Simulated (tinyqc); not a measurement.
## Effect of the position of a charge sheet

One sheet of 2e11 cm^-2 lies at the depth x from the gate; it shifts Vfb by -(q/eps0) Q s, with s = x/e2 in layer 2 and t2/e2 + (x - t2)/e1 in layer 1, and it induces the share s/(t1/e1 + t2/e2) of its image in the semiconductor.

Values chosen for this exercise: thickness of layer 1, next to the semiconductor t1 = 1.3 nm; relative permittivity of layer 1 e1 = 3.89; thickness of layer 2, next to the gate t2 = 5 nm; relative permittivity of layer 2 e2 = 25.7.

Constants: q = 1.602176634e-19 C, eps0 = 8.8541878128e-14 F/cm where lengths are in cm. Results are converted to the units shown.

Effect of the position of a charge sheet:

| x (nm) | shift (mV) | image in the semiconductor (%) |
|---|---|---|
| 0 | 0 | 0 |
| 0.79 | -1.1125 | 5.8137 |
| 1.57 | -2.2108 | 11.554 |
| 2.36 | -3.3233 | 17.367 |
| 3.15 | -4.4358 | 23.181 |
| 3.94 | -5.5482 | 28.995 |
| 4.72 | -6.6466 | 34.735 |
| 5.51 | -11.786 | 61.591 |
| 6.3 | -19.135 | 100.00 |

The shift grows from 0 at the gate to -19.1 mV at the semiconductor, by -1.41 mV/nm in layer 2 and -9.30 mV/nm in layer 1, the ratio of the permittivities. A sheet between the layers has 36.8 % of its full effect.

Program tinyqc, `OMP_NUM_THREADS=1 python tinyqc.py 2010069 2010070 out.jsonl`; Intel Xeon 2.30GHz, shared host, one thread, about 0.01 s.
